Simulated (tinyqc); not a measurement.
Inside a calculation: finite square well with mass mismatch (envelope functions). Values are carried at full precision from step to step, so a last printed digit may differ when a step is redone from the rounded ones.

A square well of width L and depth V0, mass mw inside and mb outside, energies from the bottom of the well, c = hbar^2/2m0. k = sqrt(mw E/c), kappa = sqrt(mb (V0 - E)/c). psi and psi'/m are continuous at the walls (BenDaniel-Duke), so level n solves k L + 2 atan[(k/mw)/(kappa/mb)] = n pi.

Constants: hbar^2/2m0 = 3.80998211 eV angstrom^2.

Values chosen for the exercise (near those of a non-polar GaN well in AlGaN; not measured data):
- L = 36 angstrom (well width)
- V0 = 0.225 eV (barrier height)
- mw = 0.207 m0 (mass in the well)
- mb = 0.218 m0 (mass in the barrier)
- alpha_w = 0.18 1/eV (non-parabolicity in the well)
- alpha_b = 0.48 1/eV (non-parabolicity in the barrier)

## How many levels are bound

At E = V0 the arctangent equals pi/2, so level n is bound if k0 L > (n - 1) pi with k0 = sqrt(mw V0/c). Compare with the infinitely deep well, E1(hard) = c (pi/L)^2/mw.

k0 = 0.11056 1/angstrom
k0 L/pi = 1.2670
number of bound levels = 2
E1(hard) = 0.1402 eV

The count does not depend on mb. One more level binds at L = 56.8 angstrom.

## The lowest level by bisection

f(E) = k L + 2 atan[(k/mw)/(kappa/mb)] - pi rises with E. Twelve halvings of [0, V0]: keep the half in which f changes sign.

Bisection:

| step | low (eV) | high (eV) | midpoint (eV) | k | kappa | f |
|---|---|---|---|---|---|---|
| 1 | 0.00000 | 0.22500 | 0.11250 | 0.07818 | 0.08023 | 1.2696 |
| 2 | 0.00000 | 0.11250 | 0.05625 | 0.05528 | 0.09826 | -0.0817 |
| 3 | 0.05625 | 0.11250 | 0.08438 | 0.06771 | 0.08970 | 0.6391 |
| 4 | 0.05625 | 0.08438 | 0.07031 | 0.06181 | 0.09408 | 0.2940 |
| 5 | 0.05625 | 0.07031 | 0.06328 | 0.05864 | 0.09619 | 0.1107 |
| 6 | 0.05625 | 0.06328 | 0.05977 | 0.05698 | 0.09723 | 0.0157 |
| 7 | 0.05625 | 0.05977 | 0.05801 | 0.05614 | 0.09775 | -0.0326 |
| 8 | 0.05801 | 0.05977 | 0.05889 | 0.05656 | 0.09749 | -0.0084 |
| 9 | 0.05889 | 0.05977 | 0.05933 | 0.05677 | 0.09736 | 0.0037 |
| 10 | 0.05889 | 0.05933 | 0.05911 | 0.05667 | 0.09743 | -0.0023 |
| 11 | 0.05911 | 0.05933 | 0.05922 | 0.05672 | 0.09740 | 0.0007 |
| 12 | 0.05911 | 0.05922 | 0.05916 | 0.05669 | 0.09741 | -0.0008 |

After twelve halvings the bracket is V0/4096 = 0.055 meV wide.

## Bound levels

Solve the condition for each n (six at most). With A = cos(kL/2) for even and sin(kL/2) for odd levels, the probability in the barriers is Pb = (A^2/kappa)/(A^2/kappa + L/2 +/- sin(kL)/(2k)), + for even.

Levels:

| n | parity | E (eV) | k (1/angstrom) | kappa (1/angstrom) | Pb |
|---|---|---|---|---|---|
| 1 | even | 0.0592 | 0.05671 | 0.09740 | 0.0979 |
| 2 | odd | 0.2022 | 0.10482 | 0.03609 | 0.5459 |

The lowest level lies at 42 % of the infinite-well value and decays into the barrier over 1/kappa = 10.3 angstrom.

## Mass in the plane and density of states

To first order in the in-plane energy, 1/m_par = (1 - Pb)/mw + Pb/mb for each subband. Each adds a step D = m_par/(2 pi c) to the density of states per area (spin included, one valley); 1/angstrom^2 = 1e16/cm^2.

Subbands:

| n | m_par (m0) | D (1e13/(eV cm^2)) |
|---|---|---|
| 1 | 0.2080 | 8.690 |
| 2 | 0.2129 | 8.892 |

## Levels with energy-dependent masses

Non-parabolic bands: mw is replaced by mw (1 + alpha_w E) and mb by mb (1 - alpha_b (V0 - E)), in k, kappa and the matching condition alike.

Solve the same condition with the energy-dependent masses, and list the shift from the parabolic levels that exist in both.

Levels:

| n | E (eV) | mass inside | mass outside | shift (meV) |
|---|---|---|---|---|
| 1 | 0.0603 | 0.2092 | 0.2008 | 1.1 |
| 2 | 0.2000 | 0.2145 | 0.2154 | -2.2 |

Level 1 moves by +1.1 meV and level 2 by -2.2 meV. The lighter mass deep in the barrier hardens the wall for low levels; the heavier mass in the well wins higher up.

## Checks

- Lowest level by finite differences (200 cells across the well) against the matching condition, eV: both 0.0592.

Computed by tinyqc, a small Python program: `OMP_NUM_THREADS=1 python tinyqc.py 1252537 1252538 out.jsonl` (the numbers bound the seed that draws the inputs); one thread of a shared host (Intel(R) Xeon(R) Processor @ 2.30GHz), about 0.01 s for the whole set of steps.
